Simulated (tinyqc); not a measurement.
# ESD clamp with bipolar snapback, compact model and design window: several studies

The drain junction multiplies the current that enters it: Igen = (M - 1)(Ic + I0), M = 1/(1 - (Vj/BV)^n). The generated holes leave through the substrate resistance and the base of the parasitic npn: Igen = Vb/Rb + Ic/be, Ic = Is exp(Vb/Vt). Terminal current I = Ic + I0 + Igen and voltage V = Vj + I Ro, per width. Isothermal, constant gain.

Values chosen for this exercise; values close to those of grounded-gate n-channel clamps: temperature T = 300 K; junction breakdown voltage BV = 10.9 V; exponent of the multiplication n = 4.6; current gain of the parasitic npn be = 2.9; saturation current Is = 1.8e-18 A/um; junction leakage I0 = 3.7e-12 A/um; substrate resistance Rb = 15000 ohm um; drain ballast and contact resistance Ro = 170 ohm um; failure current for 100 ns It2 = 10 mA/um.

Constants: q = 1.602176634e-19 C, kB = 1.380649e-23 J/K, Vt = kB T/q. Results are converted to the units shown.

Each table varies one quantity; the others keep the values above.

## Effect of the drain ballast and contact resistance

For given Vb: Ic, Igen, M = 1 + Igen/(Ic + I0), Vj = BV (1 - 1/M)^(1/n), I and V. Vt1 is the maximum of V along the curve, Vh the following minimum, Vt2 the voltage at I = It2. It1 and Ih are the currents at Vt1 and Vh.

Effect of the drain ballast and contact resistance:
```
Ro (ohm um)	Vt1 (V)	It1 (uA/um)	Vh (V)	Ih (uA/um)	Vt2 (V)	Vt2 - Vt1 (V)
30	10.90	34.29	8.298	3081	8.440	-2.461
52	10.90	35.29	8.356	2314	8.660	-2.242
92	10.90	36.32	8.435	1716	9.060	-1.843
160	10.91	37.33	8.535	1280	9.740	-1.166
280	10.91	38.35	8.666	948.5	10.94	0.02961
490	10.92	39.37	8.835	699.2	13.04	2.121
860	10.93	40.42	9.054	511.4	16.74	5.807
1500	10.96	41.48	9.331	372.3	23.14	12.18
```

What does the table show?

As Ro goes from 30 to 1500 ohm um, Vt1 rises from 10.9 to 11.0 V, It1 rises from 34.3 to 41.5 uA/um, Vh rises from 8.30 to 9.33 V and Vt2 rises from 8.44 to 23.1 V. Vt2 exceeds Vt1, the condition for all fingers to turn on, in 4 of the 8 rows. Ballast buys uniform turn-on with a higher clamping voltage.

## Effect of the substrate resistance

Same model as above.

Effect of the substrate resistance:
```
Rb (ohm um)	Vt1 (V)	It1 (uA/um)	Vh (V)	Ih (uA/um)	Vt2 (V)	Vt2 - Vt1 (V)
1500	10.97	458.6	9.445	3571	10.10	-0.8703
3200	10.93	201.8	9.042	2557	9.952	-0.9807
7000	10.91	86.14	8.747	1782	9.875	-1.039
15000	10.91	37.44	8.548	1240	9.840	-1.066
32000	10.90	16.26	8.410	857.8	9.823	-1.079
70000	10.90	6.826	8.312	583.2	9.815	-1.086
1.5e5	10.90	2.909	8.247	399.0	9.812	-1.089
```

Read the table: what changes, and by how much?

As Rb goes from 1500 to 1.5e5 ohm um, Vt1 falls from 11.0 to 10.9 V, It1 falls from 459 to 2.91 uA/um, Vh falls from 9.44 to 8.25 V and Vt2 falls from 10.1 to 9.81 V. Vt2 exceeds Vt1, the condition for all fingers to turn on, in 0 of the 7 rows. It1 goes as Rb^(-1.10); the product It1 Rb, close to the base voltage at the trigger, goes from 0.688 to 0.436 V.

## Effect of the current gain of the parasitic npn

Same model as above.

The same in every row: Vt1 (V) = 10.91.

Results:
```
be	It1 (uA/um)	Vh (V)	Ih (uA/um)	Vt2 (V)	Vt2 - Vt1 (V)
1	37.45	9.652	789.8	11.09	0.1817
1.7	37.44	9.133	994.8	10.50	-0.4029
4.9	37.44	7.954	1521	9.159	-1.747
8.2	37.44	7.393	1838	8.502	-2.404
14	37.44	6.863	2210	7.861	-3.045
24	37.44	6.401	2622	7.281	-3.625
40	37.43	6.038	3036	6.803	-4.103
```

Estimate the missing row, be = 2.9.

Computed row:
```
be	It1 (uA/um)	Vh (V)	Ih (uA/um)	Vt2 (V)	Vt2 - Vt1 (V)
2.9	37.44	8.548	1240	9.840	-1.066
```

With this row back in the table: As be goes from 1 to 40, Vt1 stays near 10.9 V, It1 stays near 37.4 uA/um, Vh falls from 9.65 to 6.04 V and Vt2 falls from 11.1 to 6.80 V. Vt2 exceeds Vt1, the condition for all fingers to turn on, in 1 of the 8 rows. A higher gain needs less multiplication to hold, so Vh falls.

Computed by the program tinyqc: `OMP_NUM_THREADS=1 python tinyqc.py 2670048 2670049 out.jsonl`, one thread of a shared Intel Xeon 2.30GHz, about 0.01 s for the whole run.
